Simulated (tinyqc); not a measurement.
All estimates against temperature: estimate of lattice thermal conductivity from elastic moduli (Slack, Klemens and Cahill formulas). Computed by tinyqc, a small Python program. Command: `OMP_NUM_THREADS=1 python tinyqc.py 3014575 3014576 out.jsonl slack walk`. One thread of a shared host (Intel(R) Xeon(R) Processor @ 2.30GHz), about 0.01 s of CPU time with the checks.

An isotropic solid.

Inputs (values chosen for the exercise, for a model crystal):

| quantity | value | unit |
|---|---|---|
| bulk modulus B | 26.4 | GPa |
| shear modulus G | 11.1 | GPa |
| volume per atom V | 33.1 | angstrom^3 |
| mean atomic mass M | 167 | u |
| atoms per primitive cell n | 5 | - |
| temperature T | 1200 | K |
| disorder parameter Gamma | 0.0015 | - |
| grain size d | 4700 | nm |

Grueneisen parameter: from the Poisson ratio.

Constants: u = 1.6605390666e-27 kg; hbar = 1.054571817e-34 J s; k_B = 1.380649e-23 J/K; h = 6.62607015e-34 J s.

Method:
- rho = M/V; vL = sqrt((B + 4G/3)/rho), vT = sqrt(G/rho); v_m = [(vL^-3 + 2 vT^-3)/3]^(-1/3); Poisson ratio sigma = (3B - 2G)/(6B + 2G); Theta = hbar v_m (6 pi^2/V)^(1/3)/k_B.
- Empirical rule gamma = (3/2) (1 + sigma)/(2 - 3 sigma).
- Slack, an estimate for T near or above Theta_a: kappa = A M Theta_a^3 delta n^(1/3)/(gamma^2 T) in W/(m K), with M in u, delta = V^(1/3) in angstrom, Theta_a = Theta n^(-1/3) and A = 2.43e-6/(1 - 0.514/gamma + 0.228/gamma^2).
- High-temperature forms with the classical heat capacity. Klemens: kappa/kappa_0 = arctan(u)/u, u^2 = pi^2 Theta V Gamma kappa_0/(h v_m^2). Grains: 1/kappa_poly = 1/kappa + 1/(C v_m d/3), C = 3 k_B/(n V), the acoustic branches alone.
- Cahill minimum: kappa_min = (pi/6)^(1/3) k_B V^(-2/3) sum over L, T, T of v (T/Theta_i)^2 int_0^(Theta_i/T) x^3 e^x/(e^x - 1)^2 dx, Theta_i = Theta v_i/v_m (64 Gauss-Legendre points).

Grueneisen parameter gamma = 1.87382

Debye temperature Theta = 119.456 K

v_m = 1288.27 m/s

vL = 2217.58 m/s

vT = 1151.05 m/s

acoustic Debye temperature Theta_a = 69.8580 K

Kappa (W/(m K)):

| T (K) | perfect crystal | with point defects | polycrystal | minimum |
|---|---|---|---|---|
| 200 | 1.3681 | 1.3363 | 1.3327 | 0.23738 |
| 300 | 0.9121 | 0.8977 | 0.8961 | 0.24098 |
| 400 | 0.6840 | 0.6759 | 0.6750 | 0.24226 |
| 550 | 0.4975 | 0.4932 | 0.4927 | 0.24305 |
| 750 | 0.3648 | 0.3625 | 0.3622 | 0.24346 |
| 1000 | 0.2736 | 0.2723 | 0.2722 | 0.24367 |
| 1300 | 0.2105 | 0.2097 | 0.2096 | 0.24378 |
| 1700 | 0.1610 | 0.1605 | 0.1604 | 0.24384 |

What follows from these numbers?

The perfect crystal follows 1/T. With point defects the exponent runs from -0.98 to -1.00 (the strong-disorder limit is -1/2), and with grains from -0.98 to -1.00. The polycrystal estimate falls below the minimum from 1300 K on, where it loses its meaning.

Extremes, crossings and ranges named in words are read from the listed rows.
